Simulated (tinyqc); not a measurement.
Worked calculation: sheet resistance of a shallow doped layer with concentration-dependent mobility and limited activation. Computed by tinyqc, a small Python program that keeps every step. Command: `OMP_NUM_THREADS=1 python tinyqc.py 3024645 3024646 out.jsonl irvin walk`. One thread of a shared host (Intel(R) Xeon(R) Processor @ 2.30GHz), about 0.02 s of CPU time with the checks. Intermediate numbers are printed to about 7 digits and carried at full precision; extremes and crossings named in words are read from the listed rows.

A layer of one dopant lies in a background of the opposite type. Current flows parallel to the surface down to the junction; depletion is ignored.

Inputs (values chosen for the exercise, modelled on antimony in silicon): surface concentration C_s = 3.8e+19 1/cm^3; length l = 17 nm; background C_B = 8.6e+16 1/cm^3; mobility floor mu_min = 57.1 cm^2/(V s); mobility mu_max = 1430 cm^2/(V s); reference density N_r = 1.02e+17 1/cm^3; exponent alpha = 0.711; prefactor of the active limit = 4.3e+21 1/cm^3; energy of the active limit = 0.558 eV; anneal temperature T = 800 C.

Profile: erfc.

Constants: k_B = 8.617333262e-05 eV/K; e = 1.602176634e-19 C.

## Active limit and depths

C(x) = C_s erfc(x/l). Temperatures in kelvin are T(C) + 273.15. Active limit C_a = prefactor x exp(-energy/(k_B T)); the junction lies where C = C_B, and the profile exceeds C_a down to x_a (zero if C_s is below C_a). Slope at the junction in nm per decade = ln(10) C/|dC/dx|.

active limit C_a = 1.030297e+19 1/cm^3

junction depth x_j = 36.70353 nm

depth x_a = 13.22846 nm

abruptness at the junction = 8.305235 nm/decade

## Local values

Active density N = min(C, C_a); carriers n = N - C_B; mobility mu = mu_min + (mu_max - mu_min)/(1 + ((N + C_B)/N_r)^alpha). Conductivity e n mu. Depths are 0, 0.2, 0.4, 0.6, 0.8 and 0.95 of x_j.

Along the depth:
```
x (nm)      C (1/cm^3)    N (1/cm^3)  mu (cm^2/(V s))  conductivity (S/cm)
0.00000   3.800000e+19  1.030297e+19         106.5361             174.3930
7.34071   2.057398e+19  1.030297e+19         106.5361             174.3930
14.68141  8.434484e+18  8.434484e+18         113.7116             152.0978
22.02212  2.544160e+18  2.544160e+18         180.9996              71.2850
29.36283  5.540117e+17  5.540117e+17         349.7982              26.2292
34.86836  1.415013e+17  1.415013e+17         552.9305               4.9168
```

## Sheet resistance

Integrals from 0 to x_j, where C = C_B (Gauss-Legendre, 60 points on each smooth piece; 1 nm = 1e-7 cm): dose int C dx, carriers int n dx, mean mobility int n mu dx/int n dx, R_s = 1/(e int n mu dx).

chemical dose = 3.641777e+13 1/cm^2

sheet carrier density = 1.954793e+13 1/cm^2

mean mobility = 120.1603 cm^2/(V s)

sheet resistance R_s = 2657.222 ohm/square

carriers per dopant atom = 0.5367689

product R_s x_j = 97529.45 ohm nm

A box at the active limit as deep as x_j would give 1560 ohm/square, the least this anneal allows at that depth. Clipping at C_a leaves 46 % of the dose without carriers (compensation included).

## Raising the surface concentration at fixed length

The last column drops the active limit.

Layers:
```
C_s (1/cm^3)  x_j (nm)  dose (1/cm^2)  mean mu (cm^2/(V s))  R_s (ohm/square)  R_s if all active
1.00e+18      20.63837   9.169327e+11              342.5130          24643.82       2.464382e+04
3.00e+18      26.30203   2.840902e+12              228.6867          10438.21       1.043821e+04
1.00e+19      31.58540   9.558996e+12              145.6449           4614.26       4.614258e+03
3.00e+19      35.84229   2.874427e+13              121.9424           2838.59       2.141149e+03
1.00e+20      40.06207   9.588522e+13              115.7634           2154.89       8.376935e+02
2.00e+20      42.32472   1.917986e+14              114.0185           1925.89       4.640061e+02
5.00e+20      45.16155   4.795366e+14              112.5133           1708.44       2.029773e+02
1.00e+21      47.20614   9.590986e+14              111.7195           1583.99       1.058663e+02
2.00e+21      49.17402   1.918222e+15              111.1094           1482.50       5.440382e+01
```

R_s falls as C_s^-0.78 between the first rows and as C_s^-0.10 between the last. Below C_a = 1.0e19 the exponent is set by the mobility, which drops from 343 towards mu_min, and by compensation. Above C_a extra dose only widens the clipped region: in the last row R_s is 27.25 times the fully active value. Caution: in rows with more than about 2e20 active atoms per cm^3 measured mobilities fall further than this form.

Checks made by the program: sheet conductance against adaptive quadrature (relative difference below 1e-10).
